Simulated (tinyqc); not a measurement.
Ellipsometry and reflectance of a transparent film on an absorbing substrate: two steps of the calculation.

Air (index 1), film, substrate with N2 = n2 - i k2; time factor exp(+i w t). q_j = sqrt(N_j^2 - sin^2 th), root with positive real part. Fresnel coefficients r_s = (q_a - q_b)/(q_a + q_b), r_p = (N_b^2 q_a - N_a^2 q_b)/(N_b^2 q_a + N_a^2 q_b). tan(Psi) exp(i Delta) = R_p/R_s, Delta taken from 0 to 360 degrees.

Parameters, values chosen for the exercise; indices close to those of silicon dioxide on silicon: wavelength lam = 546.1 nm; angle of incidence th = 65 degrees; index of the transparent film n1 = 1.464; film thickness d = 5.7 nm; index of the substrate n2 = 4.086; extinction coefficient of the substrate k2 = 0.031.

Task 1. Interface coefficients and thickness period. q0, q1, q2 and the coefficients r01 and r12 for p and s; the results repeat in d with the period lam/(2 q1).

Give: q0; q1; q2; r01,p; r01,s; r12,p; r12,s; period.

Result 1.

q0 = 0.4226
q1 = 1.150
q2 = 3.984-0.032i
r01,p = -0.1187
r01,s = -0.4624
r12,p = 0.3842-0.0031i
r12,s = -0.5521+0.0028i
period = 237.5 nm

Task 2. Psi, Delta and reflectances. beta = 2 pi d q1/lam, X = exp(-2 i beta), R = (r01 + r12 X)/(1 + r01 r12 X) for p and s.

q1 = 1.1497401
r01,p = -0.11867660
r01,s = -0.46244026
r12,p = 0.38422617-0.00306608i
r12,s = -0.55212166+0.00277347i

Find: beta; X; R_p; R_s; Psi; Delta; |R_p|^2; |R_s|^2.

Result 2.

beta = 0.07540 rad
X = 0.9887-0.1502i
R_p = 0.2725-0.0657i
R_s = -0.8062+0.0429i
Psi = 19.15 degrees
Delta = 169.5 degrees
|R_p|^2 = 0.07858
|R_s|^2 = 0.6518

The bare substrate gives Psi = 19.00 and Delta = 179.41 degrees.

tinyqc, about 0.01 s, one thread, Intel Xeon 2.30GHz (shared host): `OMP_NUM_THREADS=1 python tinyqc.py 2870166 2870167 out.jsonl`
